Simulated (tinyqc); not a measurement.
Free and trapped electrons in a MOS channel with a dense trap tail: one step of the calculation.

p-type body, charge-sheet picture, full ionisation (an idealisation for deep acceptors), Boltzmann statistics for free electrons. e = Ec - EF at the surface. Acceptor-like traps of density D(E) = D0 + De exp(-E/Ew) at depth E below Ec, from 0 to Eu, hold n_t = integral of D(E)/(1 + exp((e - E)/Vt)). psi = Eg - Vt ln(Nv/Na) - e; N_dep = sqrt(2 eps0 eps_r Na (psi - Vt)/q); n_f = sqrt(N_dep^2 + 2 eps0 eps_r Vt Nc exp(-e/Vt)/q) - N_dep; Vg = Vfb + psi + q (N_dep + n_t + n_f)/Cox, Cox = eps0 eox/tox.

Question. Trapped charge. Trapezoid rule on 16 equal steps from 0 to Eu, f = 1/(1 + exp((e - E)/Vt)).

Parameters, values chosen for the exercise; band and dielectric values close to those of gallium nitride: temperature T = 300 K; constant background density of acceptor-like traps D0 = 5.2e10 cm^-2 eV^-1; density of the tail at the conduction edge De = 3.3e13 cm^-2 eV^-1; decay energy of the tail Ew = 0.14 eV; depth below Ec down to which the traps reach Eu = 0.71 eV; Ec - EF at the surface e = 0.016 eV.

Constants: q = 1.602176634e-19 C, kB = 1.380649e-23 J/K, Vt = kB T/q. Results are converted to the units shown.

Find: E; D(E) f; n_t.

Answer.

```
point   E (eV)  D(E) f (cm^-2 eV^-1)
0            0              1.157e13
1      0.04437              1.806e13
2      0.08875              1.657e13
3       0.1331              1.267e13
4       0.1775              9.321e12
5       0.2219              6.814e12
6       0.2662              4.979e12
7       0.3106              3.641e12
8       0.3550              2.666e12
9       0.3994              1.956e12
10      0.4437              1.439e12
11      0.4881              1.062e12
12      0.5325              7.876e11
13      0.5769              5.878e11
14      0.6212              4.422e11
15      0.6656              3.362e11
16      0.7100              2.590e11
```

n_t = 3.871e12 cm^-2

Computed by the program tinyqc: `OMP_NUM_THREADS=1 python tinyqc.py 2222034 2222035 out.jsonl`, one thread of a shared Intel Xeon 2.30GHz, about 0.04 s for the whole run.
